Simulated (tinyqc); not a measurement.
# Inputs raised by 5 %, one at a time

Model: solubility, supersaturation, precipitation and gettering of an impurity in a silicon-like host. Computed by tinyqc, a small Python program. Command: `OMP_NUM_THREADS=1 python tinyqc.py 3024108 3024109 out.jsonl ripen sens`. One thread of a shared host (Intel(R) Xeon(R) Processor @ 2.30GHz), about 0.01 s of CPU time with the checks.

The wafer was saturated at T1 and is then held at T.

Inputs (values chosen for the exercise, modelled on gold in silicon):
```
quantity                                   value    unit
site density N0                            5e+22  1/cm^3
enthalpy of solution H                      2.02      eV
entropy of solution S                        2.5     k_B
diffusion prefactor D0                   0.00023  cm^2/s
migration energy Q                          1.12      eV
temperature of saturation T1                1300       K
anneal temperature T                         818       K
sink density n                           2.6e+10  1/cm^3
initial sink radius r0                       2.4      nm
impurity density in the precipitate C_p  5.8e+22  1/cm^3
interface energy gamma                      0.71   J/m^2
anneal time t                             790000       s
```

Constants: k_B = 8.617333262e-05 eV/K; k_B = 1.380649e-23 J/K.

Method:
- C_eq(T) = N0 exp(S/k_B - H/(k_B T)); D(T) = D0 exp(-Q/(k_B T)); C0 = C_eq(T1). Supersaturation s = C0/C_eq(T); critical radius r* = 2 gamma/(C_p k_B T ln s); barrier W* = (4 pi/3) gamma r*^2. Strain energy is left out.
- tau0 = 1/(4 pi n r0 D); C_fixed(t) = C_eq + (C0 - C_eq) exp(-t/tau0). If all excess precipitates, the final radius is r_f = [r0^3 + 3 (C0 - C_eq)/(4 pi n C_p)]^(1/3), with tau_f = 1/(4 pi n r_f D).
- Growing sinks: with y = r/r_f and y0 = r0/r_f, dy/dt = (1 - y^3)/(3 tau_f y), which integrates to t/tau_f = F(y) - F(y0), F(y) = (1/2) ln[(1 + y + y^2)/(1 - y)^2] - sqrt(3) arctan[(2y + 1)/sqrt(3)]; the share of the excess left is (1 - y^3)/(1 - y0^3), and C(t) = C_eq + (C0 - C_eq) x share.

Runs:
```
input moved                          from         to  supersaturation s  final radius r_f (nm)  critical radius r* (nm)  radius at t (nm)
base run                                -          -              41151                  11.28                   0.2040             11.28
entropy of solution S (k_B)           2.5      2.625              41151                  11.76                   0.2040             11.76
diffusion prefactor D0 (cm^2/s)   0.00023  0.0002415              41151                  11.28                   0.2040             11.28
migration energy Q (eV)              1.12      1.176              41151                  11.28                   0.2040             11.12
temperature of saturation T1 (K)     1300       1365              97115                  15.00                   0.1888             15.00
anneal temperature T (K)              818      858.9              10513                  11.28                   0.2229             11.28
sink density n (1/cm^3)           2.6e+10   2.73e+10              41151                  11.10                   0.2040             11.10
anneal time t (s)                  790000     829500              41151                  11.28                   0.2040             11.28
```

Exponents ln(y'/y) / ln(x'/x):
```
input                         supersaturation s  final radius r_f  critical radius r*  radius at t
entropy of solution S                     0.000             0.846               0.000        0.847
diffusion prefactor D0                    0.000             0.000               0.000        0.001
migration energy Q                        0.000             0.000               0.000       -0.297
temperature of saturation T1             17.599             5.828              -1.593        5.831
anneal temperature T                    -27.969             0.000               1.817        0.002
sink density n                            0.000            -0.330               0.000       -0.329
anneal time t                             0.000             0.000               0.000        0.001
```

Which inputs matter most for each result?

Among the inputs moved here: supersaturation s answers most in size to anneal temperature T (exponent -27.969), next to temperature of saturation T1 (+17.599); its exponent is below 0.0005 for entropy of solution S, diffusion prefactor D0, migration energy Q, sink density n, anneal time t. Final radius r_f answers most in size to temperature of saturation T1 (exponent +5.828), next to entropy of solution S (+0.846); its exponent is below 0.0005 for diffusion prefactor D0, migration energy Q, anneal temperature T, anneal time t. Its exponent -0.330 in sink density n: a fixed amount shared among n sinks. Critical radius r* answers most in size to anneal temperature T (exponent +1.817), next to temperature of saturation T1 (-1.593); its exponent is below 0.0005 for entropy of solution S, diffusion prefactor D0, migration energy Q, sink density n, anneal time t. Radius at t answers most in size to temperature of saturation T1 (exponent +5.831), next to entropy of solution S (+0.847). Its exponent +0.001 in anneal time t: not yet started, or complete.

Caution (all rows): the barrier to homogeneous nucleation is below 35 k_B T for these inputs, so new precipitates would form and outnumber the fixed sinks assumed here. Caution (all rows): a critical radius of atomic size is outside the capillary model.
